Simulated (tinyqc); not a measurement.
Resonant-tunnelling diode, transfer matrices and Tsu-Esaki current: one step of the calculation.

Emitter (band edge 0), barrier d1, well Lw, barrier d2, spacer ds, collector (edge -V). The bias drops linearly over these layers and none in the contacts; each layer is cut into ns equal slices, flat at the value of their centres. E is the energy of motion across the layers, C = hbar^2/(2 m0), psi and psi'/m are continuous. Transport is coherent, T(E) is taken as independent of the transverse momentum, and charge in the well is ignored.

Problem. Breit-Wigner parameters from a parabola through 1/T(E). Near a resonance 1/T(E) = (1/Tp) [1 + (2 (E - Er)/G)^2]. With y = 1/T(E) at E0 - h, E0, E0 + h: a = (y1 + y3 - 2 y2)/(2 h^2), b = (y3 - y1)/(2 h), Er = E0 - b/(2 a), 1/Tp = y2 - b^2/(4 a), G = 2 sqrt(1/(Tp a)), tau = hbar/G.

Constants: q = 1.602176634e-19 C, hbar = 1.054571817e-34 J s. Results are converted to the units shown.

three energies (eV): [0.050015, 0.051715, 0.053415]
T(E) at these energies: [0.27351235, 0.62400163, 0.47622423]

Find: Er; Tp; G; tau.

Solution.

Er = 0.052234 eV
Tp = 0.67391
G = 3.6673 meV
tau = 179.48 fs

The true maximum of T(E) lies at 0.052207 eV with height 0.6675 and full width 3.757 meV; the fitted G is 2.4 % below that width.

Numbers from tinyqc (`OMP_NUM_THREADS=1 python tinyqc.py 2600128 2600129 out.jsonl`; about 0.6 s on one thread of a shared Intel Xeon 2.30GHz).
